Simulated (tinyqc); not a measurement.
# p-type polysilicon, carrier trapping at grain boundaries, step by step

Program tinyqc, `OMP_NUM_THREADS=1 python tinyqc.py 2830245 2830246 out.jsonl`; Intel Xeon 2.30GHz, shared host, one thread, about 0.01 s. Printed values are rounded.

One-dimensional grains of size Lg, uniform ionised doping N, monovalent traps Qt at each boundary at a depth Et below (for electrons) or above (for holes) the band edge there, abrupt depletion of width W on each side of a boundary, Boltzmann statistics. xi is the distance from the band edge at the grain centre to the Fermi level. Trapped charge Qt/(1 + exp((xi + VB - Et)/Vt)) = 2 N W, barrier VB = q N W^2/(2 eps0 eps_r).

Parameters, values chosen for the exercise; values of the order met in polycrystalline silicon: temperature T = 300 K; relative permittivity eps_r = 11.7; valence-band density of states at T NB = 2.65e19 cm^-3; grain size Lg = 260 nm; trap density of a grain boundary Qt = 6.1e11 cm^-2; depth of the trap level from the majority band edge at the boundary Et = 0.48 eV; mass for thermionic emission ms = 0.37 m0; correction factor of the emission rate fe = 0.12; doping N = 1e16 cm^-3.

Constants: q = 1.602176634e-19 C, kB = 1.380649e-23 J/K, m0 = 9.1093837015e-31 kg, Vt = kB T/q, eps0 = 8.8541878128e-14 F/cm where lengths are in cm. Results are converted to the units shown.

## Depletion width, Fermi level and barrier

If the trap equation with xi = Vt ln(NB/N) has a root W < Lg/2, the grain is partly depleted; otherwise W = Lg/2 and the trap equation gives xi = Et - VB + Vt ln(Qt/(N Lg) - 1). N* = Qt/Lg.

N* = 2.34615e16 cm^-3
W = 130 nm
xi = 0.356998 V
VB = 0.130687 V
share of traps filled = 0.426230

N is 0.426 N*, and the grain is fully depleted; VB = 5.06 Vt.

## Resistivity and effective mobility

n0 = NB exp(-xi/Vt); mean density n0 (1 - 2 W/Lg) by charge balance in a partly depleted grain, and n0 (sqrt(pi)/2) erf(u)/u with u = sqrt(VB/Vt) in a fully depleted one; v = sqrt(kB T/(2 pi ms m0)); barrier resistivity Vt exp(VB/Vt)/(q fe n0 v Lg); grain resistivity (1 - 2 W/Lg)/(q n0 mug); effective mobility 1/(q mean density total resistivity).

n0 = 2.66656e13 cm^-3
mean density = 1.04951e13 cm^-3
v = 4.42249e6 cm/s
barrier resistivity = 68779.0 ohm cm
grain resistivity = 0.00000 ohm cm
resistivity = 68779.0 ohm cm
effective mobility = 8.64663 cm^2/(V s)

The resistivity is 20900 times that of a single crystal with the same N and mobility mug, and the mean density is 0.105 % of N.
